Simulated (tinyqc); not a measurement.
Electron-beam lithography: double-Gaussian proximity function, edge placement and dose correction for parallel lines: one step, computed by the program tinyqc. Command: `OMP_NUM_THREADS=1 python tinyqc.py 3112492 3112493 out.jsonl proximity walk`. One thread of a shared host (Intel(R) Xeon(R) Processor @ 2.30GHz), about 0.01 s of CPU time with the checks.

Lines are infinitely long. Absorbed energy is counted so that the middle of a very large area written at dose 1 receives 1; the resist develops where it exceeds 1/2.

Question. Dose correction. Uncorrected edge energies are M 1. Solve M d = 1/2 for the doses d that put the mean edge energy of every line at the threshold.

M:
```
           1          2          3          4          5
1  0.4797347  0.0001538  0.0001385  0.0095330  0.0000821
2  0.0640118  0.3452080  0.0003441  0.0329823  0.0003245
3  0.0635551  0.0003804  0.3451717  0.0330520  0.0003254
4  0.0372710  0.0003501  0.0003174  0.3799646  0.0003664
5  0.0284503  0.0003297  0.0002992  0.0351067  0.3452019
```

Give: edge energies at dose 1; corrected doses; largest over smallest dose.

Answer.

edge energies at dose 1: 1 0.48964, 2 0.44287, 3 0.44248, 4 0.41827, 5 0.40939

corrected doses: 1 1.0172, 2 1.1416, 3 1.1427, 4 1.2129, 5 1.2392

largest over smallest dose = 1.2182
